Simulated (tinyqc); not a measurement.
Hall effect and magnetoresistance of several carrier groups with constant relaxation times: one step, computed by the program tinyqc. Command: `OMP_NUM_THREADS=1 python tinyqc.py 3013387 3013388 out.jsonl hall2 walk`. One thread of a shared host (Intel(R) Xeon(R) Processor @ 2.30GHz), about 0.01 s of CPU time with the checks.

Group 1 has charge -e and group 2 charge +e; s_i is that sign. B lies along z; mu B is formed with mu in m^2/(V s).

Task: Resistivity, Hall coefficient and magnetoresistance. rho_xx = sigma_xx/(sigma_xx^2 + sigma_xy^2); Hall coefficient R_H = sigma_xy/(B (sigma_xx^2 + sigma_xy^2)), with B in V s/cm^2 (1 T = 1e-4 V s/cm^2); magnetoresistance MR = rho_xx(B)/rho_xx(0) - 1. Apparent density 1/(e |R_H|); Hall mobility |R_H|/rho_xx.

Inputs (values chosen for the exercise, for a model conductor): magnetic field B = 11 T.

Carriers: electrons and holes. Densities: per volume.

sigma_xx = 0.03957110 S/cm

sigma_xy = -0.2943065 S/cm

sigma at B = 0 = 16.36143 S/cm

Constants: e = 1.602176634e-19 C.

Give: rho_xx; Hall coefficient R_H; magnetoresistance MR; apparent density; Hall mobility.

Result:

rho_xx = 0.44874 ohm cm

Hall coefficient R_H = -3034.1 cm^3/C

magnetoresistance MR = 634.21 %

apparent density = 2.0571e+15 1/cm^3

Hall mobility = 6761.3 cm^2/(V s)
